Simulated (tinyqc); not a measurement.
Field-effect mobility of a thin-film transistor with band-tail and deep states (multiple trapping): one step, computed by the program tinyqc. Command: `OMP_NUM_THREADS=1 python tinyqc.py 3015903 3015904 out.jsonl tft walk`. One thread of a shared host (Intel(R) Xeon(R) Processor @ 2.30GHz), about 0.07 s of CPU time with the checks.

A thick film in accumulation at small drain voltage. Only free electrons move; trapped ones still screen the gate. N_c and mu_0 are held fixed when T changes, leaving out the T^(3/2) growth of N_c. x = E_0 - psi is the distance of the Fermi level below the band edge.

Question. Free and trapped densities. F_j(eta) = int_0^infinity x^j/(1 + exp(x - eta)) dx, without a gamma-function factor. Integrals over x = E/(k_B T) use 160 Gauss-Legendre points in u = sqrt(x) from 0 to sqrt(max(eta, 0) + 32). Free n(x) = N_c (2/sqrt(pi)) F_1/2(-x/k_B T), with F_1/2 from its two-term series in exp(-x/k_B T) for x >= 12 k_B T; tail n_t(x) = int_0^1.2eV g_t exp(-E/E_t)/(1 + exp((x - E)/k_B T)) dE, E counted down from the edge, 120 Gauss-Legendre points; space charge rho(psi) = n + n_t less its value at psi = 0.

Inputs (values chosen for the exercise, modelled on an amorphous In-Ga-Zn oxide):
```
quantity                           value         unit
effective density of states N_c  5.4e+18       1/cm^3
tail density at the edge g_t     1.1e+19  1/(eV cm^3)
tail width E_t                        29          meV
temperature T                        350            K
```

Deep states: none.

Constants: k_B = 8.617333262e-05 eV/K.

Give: Local densities at x = 0.4, 0.3, 0.2, 0.15, 0.1, 0.05, 0 and -0.05 eV.

Answer.

Local densities at x = 0.4, 0.3, 0.2, 0.15, 0.1, 0.05, 0 and -0.05 eV:
```
x (eV)  n (1/cm^3)  n_t (1/cm^3)  n/(n + n_t)
0.40     9.390e+12     5.914e+12       0.6135
0.30     2.586e+14     1.297e+14       0.6660
0.20     7.117e+15     2.526e+15       0.7380
0.15     3.728e+16     1.025e+16       0.7844
0.10     1.936e+17     3.716e+16       0.8390
0.05     9.661e+17     1.090e+17       0.8986
0.00     4.132e+18     2.195e+17       0.9496
-0.05    1.268e+19     2.915e+17       0.9775
```

E_t/k_B T = 0.96: the tail is narrower than about k_B T, so deep in the gap n_t roughly follows n, and the free share changes far less than n does.
